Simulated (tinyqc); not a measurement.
Valley-orbit splitting of a donor ground state, with strain: one step, computed by the program tinyqc. Command: `OMP_NUM_THREADS=1 python tinyqc.py 3031597 3031598 out.jsonl valleyorbit walk`. One thread of a shared host (Intel(R) Xeon(R) Processor @ 2.30GHz), about 0.01 s of CPU time with the checks.

The basis is the 1s envelope in each valley; energies are counted from the unstrained conduction-band edge. The strain is e_s (a a^T - 1/3) for the unit stress axis a, so valley j along n_j moves by Xi_u e_s w_j with w_j = (n_j.a)^2 - 1/3: +2/3 for [111], -2/9 for the others.

Question. Levels and ground state under strain. Diagonalise H; the ground vector has positive components. The density at the nucleus, and so the contact hyperfine coupling, scales as (sum_j c_j)^2/(number of valleys), which is 1 without strain; the envelopes are held fixed.

Valleys: four along <111>. Stress axis: [111].

H (meV), lower triangle (symmetric):
```
          [111]  [1-1-1]  [-11-1]  [-1-11]
[111]    -7.710
[1-1-1]  -0.082  -11.670
[-11-1]  -0.082   -0.082  -11.670
[-1-11]  -0.082   -0.082   -0.082  -11.670
```

Give: levels; valley amplitudes of the ground state; hyperfine ratio A/A_0.

Answer.

levels (meV): -11.839  -11.588  -11.588  -7.705

valley amplitudes of the ground state: [111] 0.03438, [1-1-1] 0.57701, [-11-1] 0.57701, [-1-11] 0.57701

hyperfine ratio A/A_0 = 0.77916
